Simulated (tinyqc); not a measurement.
Switching kinetics of a ferroelectric film and the memory window of a ferroelectric gate stack. Changing the share s of P screened by trapped charge. Computed by tinyqc, a small Python program. Command: `OMP_NUM_THREADS=1 python tinyqc.py 3029654 3029655 out.jsonl feswitch sweep`. One thread of a shared host (Intel(R) Xeon(R) Processor @ 2.30GHz), about 0.02 s of CPU time with the checks.

Fields in MV/cm; 1 microcoulomb/cm^2 over eps_0 is 11.29409 MV/cm. In the stack (metal, ferroelectric, interlayer, channel) the channel is taken as a conductor.

Inputs (values chosen for the exercise, for a model hafnia-based film):
```
quantity                                 value               unit
saturation polarisation P_s                 22  microcoulomb/cm^2
ratio P_r/P_s                             0.86                  -
coercive field E_c                         1.2              MV/cm
permittivity of the ferroelectric eps_F     27                  -
thickness t_F                               20                 nm
permittivity of the interlayer eps_I       7.5                  -
interlayer thickness t_I                   1.6                 nm
pulse height V                             3.3                  V
breakdown field of the interlayer           13              MV/cm
```

Method:
- Saturated branches: P(E) = P_s tanh[(E -/+ E_c)/(2 delta)], delta = E_c/ln[(1 + P_r/P_s)/(1 - P_r/P_s)]; D = P + eps_0 eps_F E.
- At threshold the channel charge is negligible, so D = 0 on each branch: (1 - s) P(E) + eps_0 eps_F E = 0, with the screened share s. The rising branch has the root E0 between 0 and E_c; window = 2 E0 t_F; its upper bound is 2 E_c t_F.
- Series stack: V = E_F t_F + E_I t_I and eps_I E_I = eps_F E_F + (1 - s) P/eps_0. Before switching P = -P_r, after it P = +P_s; in retention V = 0 and P = +P_r.

One run for each value; columns: (1) share s of P screened by trapped charge; (2) memory window (V); (3) depolarising field over E_c; (4) E_I after switching (MV/cm); (5) fixed-charge estimate 2 (1 - s) P_r t_F/(eps_0 eps_F) (V):
```
(1)      (2)      (3)     (4)     (5)
0.47  4.0235  0.78159  18.244  16.778
0.56  3.8907  0.64887  15.929  13.929
0.65  3.7025  0.51615  13.614  11.080
0.73  3.4541  0.39817  11.557   8.547
0.82  2.9931  0.26545   9.242   5.698
0.99  0.3080  0.01475   4.869   0.317
```

Give the missing row, share s of P screened by trapped charge = 0.90.

Computed row; columns: (1) share s of P screened by trapped charge; (2) memory window (V); (3) depolarising field over E_c; (4) E_I after switching (MV/cm); (5) fixed-charge estimate 2 (1 - s) P_r t_F/(eps_0 eps_F) (V):
```
(1)      (2)      (3)    (4)    (5)
0.90  2.2160  0.14747  7.184  3.166
```

Interpolating between the two neighbouring rows (linearly) misses most in memory window (V), by 22 %. Over the rows, memory window (V) falls from 4.02 to 0.308; depolarising field over E_c falls from 0.782 to 0.0147; E_I after switching (MV/cm) falls from 18.2 to 4.87. Screening from 0.47 to 0.99 cuts the depolarising field by a factor 53.0 and the window by 13.1: the field is linear in the unscreened charge, while the window saturates towards 2 E_c t_F when that charge is large. Left out: 0.300, 0.390 (the pulse cannot drive the film).

Caution (rows 0.470, 0.560, 0.650): the interlayer field exceeds its breakdown field, so charge injection would change the fields. Caution (rows 0.470, 0.560, 0.650, 0.730, 0.820, 0.900): E_F after switching lies below E_c, so switching stalls before P_s and that state is not reached.
